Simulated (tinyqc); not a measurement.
Inside a calculation: quasiparticle equation with a plasmon-pole self-energy for two band edges. Values are carried at full precision from step to step, so a last printed digit may differ when a step is redone from the rounded ones.

For each edge E = e + X + Sc(E), with the correlation part Sc(E) = A[0]/(E - a + w) + A[1]/(E - b - w); a and b are the valence and conduction energies that enter the Green function (a = ev, b = ec in the one-shot scheme). Z = 1/(1 - dSc/dE), dSc/dE = -A[0]/(E - a + w)^2 - A[1]/(E - b - w)^2.

Parameters, chosen for this exercise (scales of the order of those of Si; shifted at random, so the results belong to these values and not to a real crystal):
- ev = 0 eV (mean-field valence top)
- ec = 0.58 eV (mean-field conduction edge)
- w = 15.6 eV (pole energy)
- Av = (50.1, 22) eV^2 (weights of the valence state on the hole and electron poles)
- Ac = (24, 43.9) eV^2 (the same for the conduction state)
- Xv = -2.18 eV (exchange minus the mean-field potential, valence)
- Xc = 1.71 eV (the same, conduction)

## Linearised one-shot correction

Evaluate Sc and its slope at the mean-field energy; E = e + Z (X + Sc).

Terms:

| edge | Sc (eV) | dSc/dE | Z | X + Sc (eV) | E (eV) |
|---|---|---|---|---|---|
| valence | 1.8518 | -0.2899 | 0.7753 | -0.3282 | -0.2544 |
| conduction | -1.3308 | -0.2721 | 0.7861 | 0.3792 | 0.8781 |

gap = 1.1325 eV
gap with Z = 1 = 1.2874 eV

The gap opens by 0.553 eV, 46 % of it by lowering the valence top. Setting Z = 1 would overshoot by 0.155 eV. X and Sc have opposite signs and are each larger than the sum they leave, so both must be converged well.

## Solving the equation for the conduction edge

Newton steps on f(E) = E - ec - Xc - Sc(E) from E = ec; the first step is the linearised result.

Iterates:

| step | E (eV) | Sc (eV) | f (eV) |
|---|---|---|---|
| 0 | 0.58000 | -1.33079 | -0.379210 |
| 1 | 0.87811 | -1.41245 | 0.000553 |
| 2 | 0.87767 | -1.41233 | 0.000000 |
| 3 | 0.87767 | -1.41233 | 0.000000 |

The linearisation errs by +0.4 meV, as the shift is only 0.019 of the pole energy.

## All solutions for the valence state

Multiplying out gives a cubic; give its three roots and their weights Z.

roots (eV): -18.744  -0.254  17.398

weights: 0.1643  0.7727  0.0630

The weights add up to 1. The satellite below lies 18.49 eV from the main peak, 19 % more than w: this scheme places plasmon satellites too far out, and gives one where a cumulant form gives a series.

## Updating the energies in the Green function

Solve both equations exactly, put the results in place of a and b, and repeat five times; w is kept.

Cycles (eV):

| cycle | Ev | Ec | gap |
|---|---|---|---|
| 1 | -0.2540 | 0.8777 | 1.1317 |
| 2 | -0.2768 | 0.9034 | 1.1803 |
| 3 | -0.2789 | 0.9056 | 1.1845 |
| 4 | -0.2791 | 0.9057 | 1.1849 |
| 5 | -0.2792 | 0.9058 | 1.1849 |

The update moves the gap by +53 meV from the one-shot value; each cycle shrinks the change to about 0.09 of the one before.

## Checks

- Sum of the weights of the three roots: both 1.000000.
- Newton result against the root by bisection (eV): both 0.87767.

Program tinyqc; command `OMP_NUM_THREADS=1 python tinyqc.py 1850762 1850763 out.jsonl`; about 0.02 s on one thread of a shared Intel(R) Xeon(R) Processor @ 2.30GHz.
